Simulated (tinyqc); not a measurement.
k.p values derived from sp3s* tight binding at Gamma: one step. Electron mass. Two cases, with inputs chosen for the exercise.

Problem. m0/m = [<S+|d2H/dkx^2|S+>/2 + sum P^2/(E(S+) - E(P))]/c over P- and P+, with the direct term -(a/4)^2 sa sc Vss.

At Gamma the states are two-level mixtures: s-like S+ (upper) and S- (lower) from [[Esa, Vss], [Vss, Esc]], p-like P- (valence) and P+ from [[Epa, Vxx], [Vxx, Epc]], and the bare s* levels. With real k in 1/angstrom and kz = 0, the phase sums over the four bonds are g0 = 1 - (a k/4)^2/2, g1 = i a kx/4, g3 = -(a/4)^2 kx ky to second order. Each mixture is written (anion, cation) with the anion part positive. c = hbar^2/2m0. No spin-orbit coupling.

Constants: hbar^2/2m0 = 3.80998211 eV angstrom^2.

Give: parts of m0/m; mass.

Case 1.

Values chosen (out of a larger set: near a published set for Ge, fitted to gaps, whose masses and valley positions are rough; not measured data): a = 5.655 angstrom (lattice constant); Vss = -6.78 eV (s-s).

States:
```
state      E (eV)  anion part  cation part
S-     -12.638000   0.7071068    0.7071068
P-      -0.003000   0.7071068   -0.7071068
S+       0.922000   0.7071068   -0.7071068
P+       3.219000   0.7071068    0.7071068
```

Couplings:
```
pair       P (eV angstrom)  E(first) - E(second) (eV)
S+ to P-         -7.751591                   0.925000
S+ to P+          0.000000                  -2.297000
S- to P-          0.000000                 -12.635000
s*a to P-        -5.209292                   6.416000
s*c to P-         5.209292                   6.416000
```

Solution.

parts of m0/m: direct -1.778, from P- 17.050, from P+ 0.000

mass = 0.0655 m0

The valence band supplies 112 % of m0/m; the direct term, which stands in for the free-electron 1, is -1.78. S+ is not the lowest valley of Ge; this is the mass of the Gamma level.

Case 2.

Values chosen (out of a larger set: near a published set for InAs, fitted to gaps, whose masses and valley positions are rough; not measured data): a = 6.06 angstrom (lattice constant); Vss = -5.575 eV (s-s).

States:
```
state      E (eV)  anion part  cation part
S-     -12.593375   0.8709449    0.4913808
P-       0.006332   0.8978099   -0.4403833
S+       0.433375   0.4913808   -0.8709449
P+       4.624668   0.4403833    0.8978099
```

Couplings:
```
pair       P (eV angstrom)  E(first) - E(second) (eV)
S+ to P-         -7.409257                   0.427043
S+ to P+         -1.125218                  -4.191294
S- to P-          1.862205                 -12.599706
s*a to P-        -2.240393                   7.475668
s*c to P-         5.314231                   6.732668
```

Solution.

parts of m0/m: direct -1.437, from P- 33.741, from P+ -0.079

mass = 0.0310 m0

The valence band supplies 105 % of m0/m; the direct term, which stands in for the free-electron 1, is -1.44. Sets of this kind were fitted to gaps and often give too heavy a mass, by up to a factor of two.

Computed by tinyqc, one run a case: `OMP_NUM_THREADS=1 python tinyqc.py N N+1 out.jsonl` with N = 1450022, 1450125; one thread of a shared Intel(R) Xeon(R) Processor @ 2.30GHz, about 0.01 s a run at most.
